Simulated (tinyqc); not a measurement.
Front-illuminated p-i-n photodiode, quantum efficiency and bandwidth: one step of the calculation.

Light enters through a p layer (0 to xp), a depleted layer (xp to xp + wi) and a thick n substrate, decaying as exp(-al x); one pass, no back reflection. Carriers made in the depleted layer are all collected; those in the neutral layers diffuse.

Question. Response at one frequency. Drift response for pairs made in the depleted layer, a = al wi, g = 1 - exp(-a), u = 2 pi i f, te = wi/ve, th = wi/vh: electrons He = [g - a (exp(-a) - exp(-u te))/(u te - a)]/(u te g), holes Hh = [g - a (1 - exp(-a - u th))/(a + u th)]/(u th g); C = eps0 eps_r pi (dia/2)^2/wi + Cp; total |He + Hh|/sqrt(1 + (2 pi f RL C)^2), for the current of the depleted layer alone.

Parameters, values chosen for the exercise; values close to those of silicon at this wavelength: absorption coefficient al = 3260 1/cm; relative permittivity eps_r = 11.5; thickness of the depleted layer wi = 3 um; electron drift velocity ve = 1.04e7 cm/s; hole drift velocity vh = 6.8e6 cm/s; diameter dia = 24 um; load resistance RL = 50 ohm; parasitic capacitance Cp = 20 fF; modulation frequency f = 9.1 GHz.

Constants: eps0 = 8.8541878128e-14 F/cm where lengths are in cm. Results are converted to the units shown.

Give: te; th; He; Hh; |He + Hh|; C; total response.

Answer.

te = 28.85 ps
th = 44.12 ps
He = 0.4458-0.2962i
Hh = 0.2616-0.2412i
|He + Hh| = 0.8884
C = 35.35 fF
total response = 0.8839

The drift response alone falls to 1/sqrt(2) at 15.7 GHz and the RC term alone at 90.0 GHz; together they give 15.4 GHz for this part of the current; the diffusion currents, left out, respond on their own time scales.

tinyqc, about 0.01 s, one thread, Intel Xeon 2.30GHz (shared host): `OMP_NUM_THREADS=1 python tinyqc.py 2250112 2250113 out.jsonl`
